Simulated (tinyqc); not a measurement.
# Electron mobility in a silicon inversion layer, empirical terms and Matthiessen rule: two studies

Inversion layer of sheet density Ns on a uniformly doped body. The mobility terms are empirical power laws with prefactors chosen for the exercise; adding their inverses (Matthiessen) is itself an approximation.

Parameters, values chosen for the exercise; material values close to those of silicon:
```
symbol   value        unit                                                meaning
T          250           K                                            temperature
Eg        1.11          eV                                               band gap
eps_r     11.7                         relative permittivity of the semiconductor
Nc      2.1e19       cm^-3                 conduction-band density of states at T
Nv        2e19       cm^-3                    valence-band density of states at T
Nb      2.1e18       cm^-3                                            body doping
Vsb        0.3           V                                      reverse body bias
eta        0.5              weight of the inversion charge in the effective field
Ap         411  cm^2/(V s)           phonon-limited mobility at 1 MV/cm and 300 K
As        1090  cm^2/(V s)                  roughness-limited mobility at 1 MV/cm
gs           2                                     exponent of the roughness term
Ac        2100  cm^2/(V s)                                      Coulomb prefactor
Nit     1.1e11       cm^-2                                charge at the interface
Ns      1.2e12       cm^-2                                      inversion density
```

Constants: q = 1.602176634e-19 C, kB = 1.380649e-23 J/K, Vt = kB T/q, eps0 = 8.8541878128e-14 F/cm where lengths are in cm. Results are converted to the units shown.

Each table varies one quantity; the others keep the values above.

## Effect of the body doping

ni = sqrt(Nc Nv) exp(-Eg/(2 Vt)), Eg in volts; Ndep = sqrt(2 eps0 eps_r Nb (2 Vt ln(Nb/ni) + Vsb)/q); E = q (Ndep + eta Ns)/(eps0 eps_r), in MV/cm. With t = T/(300 K): muC = Ac (Ns/1e12 cm^-2) t/(Nb/1e17 cm^-3 + Nit/1e11 cm^-2), muP = Ap E^(-1/3) t^(-1.75), muS = As E^(-gs); 1/mu is the sum of the inverses.

Results:
```
Nb (cm^-3)  E (MV/cm)  muC (cm^2/(V s))  muP (cm^2/(V s))  muS (cm^2/(V s))  mu (cm^2/(V s))
2e16           0.1757              1615              1010           3.530e4            610.5
4.4e16         0.2176              1364             940.1           2.301e4            543.3
9.7e16         0.2809              1014             863.4           1.381e4            451.2
4.7e17         0.5186             362.1             703.8              4052            225.8
1e18           0.7220             189.2             630.3              2091            136.0
2.3e18          1.060             87.14             554.5             969.5            69.88
5e18            1.537             41.10             490.0             461.2            35.04
```

Estimate the missing row, Nb = 2.1e17 cm^-3.

Computed row:
```
Nb (cm^-3)  E (MV/cm)  muC (cm^2/(V s))  muP (cm^2/(V s))  muS (cm^2/(V s))  mu (cm^2/(V s))
2.1e17         0.3735             656.2             785.2              7815            341.8
```

With this row back in the table: As Nb goes from 2e16 to 5e18 cm^-3, E rises from 0.176 to 1.54 MV/cm and mu falls from 611 to 35.0 cm^2/(V s). The smallest term is the phonon one in the first row and the Coulomb one in the last. At Nb = 5e18 cm^-3 E passes 1.5 MV/cm, beyond the usual range of such laws.

## Effect of the charge at the interface

Same model as above.

The same in every row: E (MV/cm) = 1.0159; muP (cm^2/(V s)) = 562.50; muS (cm^2/(V s)) = 1056.1.

Effect of the charge at the interface:
```
Nit (cm^-2)  muC (cm^2/(V s))  mu (cm^2/(V s))
1e10                   99.526           78.295
3.2e10                 98.499           77.658
1e11                   95.455           75.753
3.2e11                 86.777           70.183
1e12                   67.742           57.187
3.2e12                 39.623           35.762
1e13                   17.355           16.572
```

Read the table: what changes, and by how much?

As Nit goes from 1e10 to 1e13 cm^-2, E stays at 1.02 MV/cm and mu falls from 78.3 to 16.6 cm^2/(V s). The Coulomb term is the smallest in the first and the last row.

Program tinyqc, `OMP_NUM_THREADS=1 python tinyqc.py 2510105 2510106 out.jsonl`; Intel Xeon 2.30GHz, shared host, one thread, about 0.01 s.
